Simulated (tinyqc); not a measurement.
Round or elliptic silicon nanowire with anisotropic valleys (Ritz method): sweeps and comparisons. A value that a table varies takes the place of the one given here.

Wire along x = [110] on a (001) wafer, y = [-110], z = [001]. Valley groups (w = inverse masses): A, two valleys along z: w_y = 1/mt, w_z = 1/ml, m_x = mt; B, four valleys in the wafer plane: w_y = (1/ml + 1/mt)/2, w_z = 1/mt, m_x = (ml + mt)/2.

Hard wall on the ellipse (y/a)^2 + (z/b)^2 = 1, c = hbar^2/2m0. With u = y/a, v = z/b the operator is -c [(w_y/a^2) d2/du2 + (w_z/b^2) d2/dv2] on the unit disc. Basis (1 - u^2 - v^2) u^i v^j; S, X and Y are the disc integrals of f f', (df/du)(df'/du) and (df/dv)(df'/dv), from the integral of u^p v^q = 2 Gamma((p+1)/2) Gamma((q+1)/2)/((p + q + 2) Gamma((p+q+2)/2)) for even p, q; H = c (w_y X/a^2 + w_z Y/b^2).

Converged values use 21 functions of each parity class (e or o in u, then in v).

Constants: hbar^2/2m0 = 3.80998211 eV angstrom^2.

Values chosen for the exercise (near those of a Si nanowire; shifted at random, so the results belong to these values and not to a real crystal): ml = 0.93 m0 (longitudinal mass); mt = 0.189 m0 (transverse mass); a = 36 angstrom (semi-axis along y); b = 19 angstrom (semi-axis along z); asp = (0.4, 0.6, 0.8, 1, 1.3, 1.8, 2.5) (ratios a/b); area = 21.5 nm^2 (cross-section, kept fixed); hw = 3 (height over mean width).

## Size of the basis

Lowest level of each group with 1, 3, 6 and 21 even functions.

Levels (meV):
```
functions      A       B
1          80.71  195.60
3          77.75  184.66
6          77.74  184.41
21         77.74  184.40
```

What can be read from the table?

One function errs by 3.8 % for A and 6.1 % for B, six by 1.6e-05 and 0.0021 meV. The error grows with the axis ratio of the stretched ellipse (1.17, 2.44); for a circle it is 6/5.783 - 1 = 3.7 %.

## Flattening the wire at fixed area

a = sqrt(area x ratio/pi), b = a/ratio, 1 nm^2 = 100 angstrom^2; lowest level of each group.

Levels (eV):
```
a/b  a (angstrom)  b (angstrom)       A       B
0.4          16.5          41.4  0.2047  0.1602
0.6          20.3          33.8  0.1455  0.1363
0.8          23.4          29.2  0.1169  0.1322
1.0          26.2          26.2  0.1007  0.1362
1.3          29.8          22.9  0.0873  0.1490
1.8          35.1          19.5  0.0784  0.1782
2.5          41.4          16.5  0.0773  0.2249
```

What can be read from the table?

Each group is lowest where its stretched ellipse is a circle, at a/b = sqrt(w_y/w_z): 2.22 for A and 0.78 for B. The lowest group is B in the first row and A in the last, crossing between a/b = 0.6 and 0.8; B - A is -44 meV in the first row and +148 meV in the last.

## Shape of the cross-section

Equal area, hard walls, lowest level of -c (w_y d2/dy2 + w_z d2/dz2), c = hbar^2/2m0. Rectangle W x H with H/W = hw; ellipse with b/a = hw; trapezoid of height H, base W/0.8 and top 0.6 of the base; isosceles triangle of height H and base 2W. Ellipse, trapezoid and triangle by converged Ritz bases; 1 nm^2 = 100 angstrom^2.

Levels:
```
shape      A (eV)  B (eV)  B - A (meV)
rectangle  0.2839  0.1979        -86.0
ellipse    0.2406  0.1785        -62.1
trapezoid  0.2397  0.1936        -46.1
triangle   0.1438  0.1694         25.6
```

W = 26.8 angstrom
H = 80.3 angstrom

What does this show, and why?

For group A the order is triangle, trapezoid, ellipse, rectangle, spanning 97 %. For group B the order is triangle, ellipse, trapezoid, rectangle, spanning 17 %. The ellipse lies below the rectangle for both groups, since corners hold little of the wave function. The triangle is lowest for A, whose light mass lies across the width and gains from the wide base. The spacing B - A of the valley groups runs from -86 to 26 meV.

## What each parameter does

Lowest level of groups A and B. Each row changes one parameter from the base and keeps the others.

Results:
```
case             A (eV)  B (eV)  B - A (meV)
base             0.0777  0.1844        106.7
a = 34 angstrom  0.0831  0.1881        105.0
b = 17 angstrom  0.0860  0.2225        136.5
ml = 1.042 m0    0.0742  0.1838        109.7
mt = 0.208 m0    0.0737  0.1680         94.4
```

How do the results move?

The largest shifts from the base row, up to three for each result and ties (the steps differ in size, so this ranks the rows, not the parameters). A (eV): b +0.0082, a +0.0054, mt -0.0041. B (eV): b +0.0381, mt -0.0164, a +0.0037. B - A (meV): b +29.8, mt -12.3, ml +3.0.

Program tinyqc; command `OMP_NUM_THREADS=1 python tinyqc.py 1252053 1252054 out.jsonl`; about 0.03 s on one thread of a shared Intel(R) Xeon(R) Processor @ 2.30GHz.
